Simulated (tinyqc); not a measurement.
Tuning the Rashba term through the balance point: two-dimensional electron gas with Rashba and Dresselhaus coupling.

H = c k^2/m + al (ky sx - kx sy) + b1 (kx sx - ky sy) + gam kx ky (kx sy - ky sx), s the Pauli matrices, x = [100], c = hbar^2/2m0, b1 = gam (pi/L)^2 (hard walls). H = c k^2/m + B.s, so E = c k^2/m -/+ |B| and the lower state has its spin along -B.

Constants: hbar^2/2m0 = 3.80998211 eV angstrom^2.

Values chosen for the exercise (of the size met in GaAs; shifted at random, so the results belong to these values and not to a real crystal): m = 0.0668 m0 (mass); gam = 10.3 eV angstrom^3 (bulk Dresselhaus constant); L = 110 angstrom (width of the (001) well); n = 2.8 1e11/cm^2 (sheet density (one subband filled)).

al = f (b1 - b3) at k0 = sqrt(2 pi n), b3 = gam k0^2/4. Helix wavelength along [110]: 2 pi c/(m |al + b1 - b3|). Dyakonov-Perel rates are proportional to the mean squares of the first harmonics: for spin along z, al^2 + (b1 - b3)^2; for the most protected in-plane spin, (al - (b1 - b3))^2/2 (third harmonic left out); both are given over (b1 - b3)^2.

Against f:

| f | al (meV angstrom) | wavelength (micron) | rate, z | rate, in plane |
|---|---|---|---|---|
| 0.00 | 0.000 | 4.509 | 1.000 | 0.5000 |
| 0.25 | 1.987 | 3.607 | 1.062 | 0.2812 |
| 0.75 | 5.961 | 2.576 | 1.562 | 0.0312 |
| 0.90 | 7.154 | 2.373 | 1.810 | 0.0050 |
| 1.00 | 7.948 | 2.254 | 2.000 | 0.0000 |
| 1.25 | 9.935 | 2.004 | 2.562 | 0.0312 |
| 2.00 | 15.897 | 1.503 | 5.000 | 0.5000 |

Give the missing row, f = 0.50.

Computed row:
```
f     al (meV angstrom)  wavelength (micron)  rate, z  rate, in plane
0.50              3.974                3.006    1.250          0.1250
```

At f = 1, al = 7.95 meV angstrom, the first harmonic points along one axis for all k and the listed in-plane rate vanishes; the helix would have wavelength 2.25 micron. The third harmonic, b3/(b1 - b3) = 0.06, is small and sets its lifetime. The uniform z spin still relaxes there, twice as fast as at f = 0.

Computed by tinyqc, a small Python program: `OMP_NUM_THREADS=1 python tinyqc.py 1480044 1480045 out.jsonl` (the numbers bound the seed that draws the inputs); one thread of a shared host (Intel(R) Xeon(R) Processor @ 2.30GHz), about 0.01 s for the whole set of steps.
